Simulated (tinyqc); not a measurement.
One-electron ion in a basis of Gaussians, step by step. Computed by tinyqc, a small Python program that keeps every step. Settings: Z = 5, l = 0. Command: `OMP_NUM_THREADS=1 python tinyqc.py 21189 21190 out.jsonl` (the two numbers bound the seeds that draw the settings). One thread of a shared host (Intel(R) Xeon(R) Processor @ 2.60GHz), about 0.01 s of CPU time with the checks.

## Matrices over normalised Gaussians

exponents of r^l exp(-a r^2) (1/bohr^2): 2.091000  4.767000  10.870000  24.770000  56.470000  128.700000

Z = 5

l = 0

With p = a_i + a_j and I(k) = Gamma((k+1)/2) / (2 p^((k+1)/2)): S = I(2l+2), T = (2l+3) a_i a_j S / p, V = -Z I(2l+1), each divided by sqrt(S_ii S_jj).

S, lower triangle:
```
          1         2         3         4         5         6
1  1.000000
2  0.883483  1.000000
3  0.630994  0.883427  1.000000
4  0.392258  0.631137  0.883599  1.000000
5  0.226079  0.392258  0.631206  0.883483  1.000000
6  0.125640  0.226127  0.392385  0.631158  0.883561  1.000000
```

T (hartree), lower triangle:
```
          1         2          3          4           5           6
1  3.136500
2  3.852309  7.150500
3  3.319642  8.782403  16.305000
4  2.269086  7.569197  20.026001  37.155000
5  1.367558  5.172990  17.261014  45.634480   84.705000
6  0.775539  3.118336  11.799136  39.331498  104.035909  193.050000
```

V (hartree), lower triangle:
```
            1           2           3           4           5           6
1  -11.537642
2  -13.053349  -17.420581
3  -12.816494  -19.709365  -26.306001
4  -11.469855  -19.352276  -29.761103  -39.710291
5   -9.760913  -17.318224  -29.223514  -44.927059  -59.958251
6   -8.106654  -14.738861  -26.153755  -44.113852  -67.833884  -90.516830
```

## Generalised eigenproblem

H = T + V (hartree), lower triangle:
```
           1           2           3          4          5           6
1  -8.401142
2  -9.201040  -10.270081
3  -9.496852  -10.926962  -10.001001
4  -9.200769  -11.783079   -9.735103  -2.555291
5  -8.393355  -12.145234  -11.962501   0.707421  24.746749
6  -7.331115  -11.620525  -14.354619  -4.782354  36.202026  102.533170
```

Solve H C = S C e through S^(-1/2); each column has its largest component positive (the first on a tie).

eigenvalues of S: 0.003073  0.019503  0.097574  0.416527  1.497857  3.965466

eigenvalues (hartree): -12.461362  -1.521299  13.348504  52.335812  154.521797  413.666687

coefficients:
```
          1          2          3          4          5          6
1  0.218077   2.197255  -2.264468   1.436591  -0.827483   0.485297
2  0.406092  -2.098753   5.220830  -4.741862   2.998531  -1.775655
3  0.259370   0.552030  -3.905269   7.100272  -5.934615   3.787705
4  0.188224  -0.428594   0.967651  -4.879628   7.376571  -6.023665
5  0.014967   0.088956  -0.398656   1.154415  -4.543585   6.662866
6  0.052177  -0.051528   0.022714  -0.327541   0.551646  -3.547587
```

For Z = 5 and l = 0 the exact lowest level is -Z^2/(2 n^2) with n = l + 1: -12.500000 hartree. The basis is nearly linearly dependent, so rounded matrices do not reproduce these digits.
